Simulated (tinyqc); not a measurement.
Leakage through a gate insulator: direct, Fowler-Nordheim, trap-assisted and Poole-Frenkel currents: one step, computed by the program tinyqc.

Electrons enter from the cathode Fermi level at x = 0; the conduction band of the insulator lies phi_b - e F x above it, F = V/t. WKB exponents use a parabolic band with mass m.

Problem. Poole-Frenkel bound. Poole-Frenkel emission over the lowered barrier of a charged trap: lowering sqrt(e F/(pi eps_opt eps_0)); J_PF = e N_t^(2/3) nu_0 exp(-(phi_t - lowering)/k_B T), one sheet of traps emitting with supply unlimited (an upper bound).

Inputs (values chosen for the exercise, with an insulator like Al2O3):
```
quantity                          value   unit
thickness t                         6.9     nm
optical constant eps_opt           3.06      -
voltage across the insulator V      5.3      V
trap depth phi_t                    1.6     eV
trap density N_t                1.9e+18  cm^-3
attempt rate nu_0                 1e+13    1/s
temperature T                       400      K
```

Constants: e = 1.602176634e-19 C; eps_0 = 8.8541878128e-12 F/m; k_B = 8.617333262e-05 eV/K.

Give: barrier lowering; Poole-Frenkel bound J_PF.

Solution.

barrier lowering = 1.2024 eV

Poole-Frenkel bound J_PF = 24.063 A/cm^2

Caution: the film is too thin for the Poole-Frenkel picture (the lowering is a large part of the whole drop, or the traps are further apart than the film is thick), so J_PF is only nominal.
